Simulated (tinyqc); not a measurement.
Adsorption as a lattice gas: isotherms with interactions, competition, desorption peaks and saturation dose: one step, computed by the program tinyqc. Command: `OMP_NUM_THREADS=1 python tinyqc.py 3015793 3015794 out.jsonl adsorb walk`. One thread of a shared host (Intel(R) Xeon(R) Processor @ 2.30GHz), about 0.2 s of CPU time with the checks.

One adsorbate per site; a molecule needs 1 empty site. Gas and surface have the same temperature.

Problem. Desorption peak without interaction. The peak obeys E/(k_B T_p^2) = (nu/beta) exp(-E/(k_B T_p)) exactly. Redhead's shortcut, with the constant 3.46 (3.64 is also in use), reads E back as k_B T_p [ln(nu' T_p/beta) - 3.46], nu' = nu.

Inputs (values chosen for the exercise, for a model surface): desorption energy E = 0.812 eV; prefactor nu = 2e+13 1/s; heating rate beta = 6.3 K/s.

Adsorption: molecular (first order).

Constants: k_B = 8.617333262e-05 eV/K.

Give: peak temperature T_p; E by Redhead's shortcut.

Solution.

peak temperature T_p = 303.3 K

E by Redhead's shortcut = 0.8114 eV

The shortcut misses by -0.08 %, since 3.46 stands for ln(E/(k_B T_p)) = 3.44. A prefactor wrong by a factor 100 would shift E by 0.120 eV.
